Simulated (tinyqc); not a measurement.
From solubility x back to interaction a: liquidus of a compound AB in a simple-solution melt, liquid-phase epitaxy and vapour pressures. Computed by tinyqc, a small Python program. Command: `OMP_NUM_THREADS=1 python tinyqc.py 3026893 3026894 out.jsonl liq35 inv`. One thread of a shared host (Intel(R) Xeon(R) Processor @ 2.30GHz), about 0.01 s of CPU time with the checks.

x is the atom fraction of B in the melt. The melt is a simple solution: R T ln gamma_B = W (1 - x)^2, R T ln gamma_A = W x^2, W = a + b T. The solid AB is stoichiometric.

Inputs (values chosen for the exercise, for a model compound):
```
quantity                  value       unit
melting point T_F          1229          K
entropy of fusion S_F      66.6  J/(mol K)
interaction slope b       -39.5  J/(mol K)
saturation temperature T    852          K
```

Constants: R = 8.314462618 J/(mol K).

Method. Liquidus (Vieland): f(x) = R T ln[4 x (1 - x)] + 2 W (1/2 - x)^2 + S_F (T_F - T) = 0. Newton steps with f' = (1 - 2x)[R T/(x (1 - x)) - 2 W], from the dilute estimate x = (1/4) exp[-(S_F (T_F - T) + W/2)/(R T)]; stop below 1e-13; f under 1e-6 shown as 0.

Problem. A run gave the result below. Find the interaction a, known to lie between 11 and 35 kJ/mol.

solubility x = 0.01687754

Solution.

Each step takes the trial c = (a f_b - b f_a)/(f_b - f_a), f being the result less the target and a, b, c the logarithms of the listed values; c replaces end b, the old b replaces a if the sign of f changed, and otherwise f_a is halved.

Scan of the range:
```
interaction a (kJ/mol)  solubility x
11.0                       0.0305044
13.3                       0.0268620
16.2                       0.0227060
19.6                       0.0184629
23.8                       0.0141267
28.9                       0.0100680
35.0                       0.0066274
```

False position (Illinois rule, in the logarithm of the input) inside the bracket:
```
step    end a    end b    trial  solubility x
1     19.6000  23.8000  21.0419     0.0168648
2     19.6000  21.0419  21.0183     0.0168900
3     21.0419  21.0183  21.0300     0.0168775
4     21.0183  21.0300  21.0300     0.0168775
```

Solubility x falls at every point of a 13-point scan of the range (every second point is shown), so one value fits; it is bracketed by 19.6 and 23.8. Answer: interaction a = 21.03 kJ/mol.
